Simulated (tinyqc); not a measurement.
Worked calculation: RHF in the sto-3g basis, for HeH+, spin multiplicity 1. One step of it, computed by the program tinyqc.

Question. Iteration 2: building the Fock matrix. J_ij = sum D_kl (ij|kl), K_ij = sum D_kl (ik|jl); F = H + J - 0.5 K; E = tr D H + tr D J / 2 - 0.25 tr D K + E_nn.

D after iteration 1, order 1He 1s, 2H 1s:
```
[[1.726613, 0.353073],
 [0.353073, 0.072567]]
```

core Hamiltonian H = T + V (hartree), order 1He 1s, 2H 1s:
```
[[-2.369237, -0.681656],
 [-0.681656, -1.331539]]
```

Two-electron integrals (ij|kl) in chemists' order, unique and non-zero (hartree):
```
(11|11) 1.055713   (21|11) 0.208082   (21|21) 0.056025   (22|11) 0.425204
(22|21) 0.162577   (22|22) 0.774606
```

nuclear repulsion = 0.87684708 hartree

Give: Coulomb J; exchange K; Fock matrix F; total energy of this density.

Answer.

Coulomb J (hartree), order 1He 1s, 2H 1s:
```
[[2.0006, 0.4106],
 [0.4106, 0.9052]]
```

exchange K (hartree), order 1He 1s, 2H 1s:
```
[[1.9738, 0.5410],
 [0.5410, 0.2677]]
```

Fock matrix F (hartree), order 1He 1s, 2H 1s:
```
[[-1.3555, -0.5415],
 [-0.5415, -0.5602]]
```

total energy of this density = -2.839286 hartree

This density is a damped mixture and is not idempotent.
